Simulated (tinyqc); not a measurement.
From results back to parameters: donors with valley-orbit split 1s states. Three cases, with inputs chosen for the exercise.

Problem. The electron density is given and ND is hidden.

Each donor binds at most one electron, in any of its states. For a site s, W_s = sum over its states of g exp(E/kT), and the ionised share is 1/(1 + W_s exp(eta)), eta = (EF - Ec)/kT; n = Nc F_1/2(eta); neutrality n + NA = ND x (mean ionised share); holes are neglected. Nc from N = 2 (m kB T/(4 pi c))^(3/2) with c = hbar^2/2m0, in 1/angstrom^3; times 1e24 for 1/cm^3, m = md. F_j(eta) = (1/Gamma(j + 1)) integral_0^infinity x^j dx/(1 + exp(x - eta)), which tends to exp(eta) for eta << 0.

Constants: hbar^2/2m0 = 3.80998211 eV angstrom^2; kB = 8.617333262e-05 eV/K.

Case 1.

Values chosen (near those of P in Si; shifted at random, so the results belong to these values and not to a real crystal):
- md = 1.039 m0 (density-of-states mass of the conduction band)
- E = (46.9, 35.1, 33.4) meV (binding energies of 1s(A1), 1s(T2), 1s(E))
- g = (2, 6, 4) (their degeneracies with spin)
- T = 400 K
- NA = 0 1/cm^3 (compensating acceptors, all ionised)

n = 1.6633e+17 1/cm^3

Case 2.

Values chosen (near those of Sb in Si; shifted at random, so the results belong to these values and not to a real crystal):
- md = 1.046 m0 (density-of-states mass of the conduction band)
- E = (42.3, 32.9, 29.6) meV (binding energies of 1s(A1), 1s(T2), 1s(E))
- g = (2, 6, 4) (their degeneracies with spin)
- T = 250 K
- NA = 0 1/cm^3 (compensating acceptors, all ionised)

n = 1.0678e+16 1/cm^3

Case 3.

Values chosen (near those of As in Si; shifted at random, so the results belong to these values and not to a real crystal):
- md = 1.043 m0 (density-of-states mass of the conduction band)
- E = (52.6, 32.1, 30.3) meV (binding energies of 1s(A1), 1s(T2), 1s(E))
- g = (2, 6, 4) (their degeneracies with spin)
- T = 200 K
- NA = 1.4e+15 1/cm^3 (compensating acceptors, all ionised)

n = 1.0677e+16 1/cm^3

Find: eta; mean ionised share; ND.

Solution. n/Nc gives eta, eta and W_s give the ionised share, and ND = (n + NA)/share.

Case 1.

eta = -5.504
mean ionised share = 0.875
ND = 1.9e+17 1/cm^3

Case 2.

eta = -7.556
mean ionised share = 0.971
ND = 1.1e+16 1/cm^3

Case 3.

eta = -7.217
mean ionised share = 0.929
ND = 1.3e+16 1/cm^3

Computed by tinyqc, one run a case: `OMP_NUM_THREADS=1 python tinyqc.py N N+1 out.jsonl` with N = 1681051, 1681072, 1681121; one thread of a shared Intel(R) Xeon(R) Processor @ 2.30GHz, about 0.01 s a run at most.
